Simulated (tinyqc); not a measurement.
Perpendicular magnetic tunnel junction: magnetoresistance, thermal stability and spin-torque switching: one step of the calculation.

A circular free layer treated as one macrospin with its easy axis out of plane. mu0 = 1.25663706212e-6 H/m, gyromagnetic ratio q/m0 (g = 2). Magnetic parameters are taken as given at T.

Problem. Retention of the array. A bit flips thermally at the rate exp(-Delta)/t0; the chance that any of N bits flips in ten years (3.15576e8 s) is 1 - exp[-N (time/t0) exp(-Delta)]. The Delta needed for a chance of 1e-4 follows by inversion.

Values chosen for this exercise: attempt time t0 = 1 ns; bits N = 1.07e9.

Delta = 92.190474

Find: mean life of one bit; expected flips in ten years; Delta needed.

Solution.

mean life of one bit = 3.4571e23 years
expected flips in ten years = 3.0951e-14
Delta needed = 70.294

Delta exceeds the need by 21.9.

Program tinyqc, `OMP_NUM_THREADS=1 python tinyqc.py 2450114 2450115 out.jsonl`; Intel Xeon 2.30GHz, shared host, one thread, about 0.01 s.
